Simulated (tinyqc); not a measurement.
From results back to parameters: Slater-Koster d bands of an fcc metal. Two cases, with inputs chosen for the exercise.

Problem. In an fcc d band with nearest neighbours E(t2g, Gamma) = 3 dds + 4 ddp + 5 ddd, E(eg, Gamma) = 1.5 dds + 6 ddp + 4.5 ddd, and at X = (1,0,0) the yz state has 3 dds - 4 ddp - 3 ddd. The three levels come from hidden integrals.

Case 1.

levels (eV): t2g Gamma -1.1120, eg Gamma 2.2260, yz at X -6.0400

Case 2.

levels (eV): t2g Gamma -1.3140, eg Gamma 1.7130, yz at X -5.4900

Find: dds, ddp, ddd.

Solution. Three linear equations: the first less the third is 8 (ddp + ddd); twice the second less the first is 8 ddp + 4 ddd; their difference gives ddd.

Case 1.

dds, ddp, ddd (eV): -1.139  0.775  -0.159

Case 2.

dds, ddp, ddd (eV): -1.087  0.663  -0.141

Computed by tinyqc, one run a case: `OMP_NUM_THREADS=1 python tinyqc.py N N+1 out.jsonl` with N = 1451206, 1451207; one thread of a shared Intel(R) Xeon(R) Processor @ 2.30GHz, about 0.07 s a run at most.
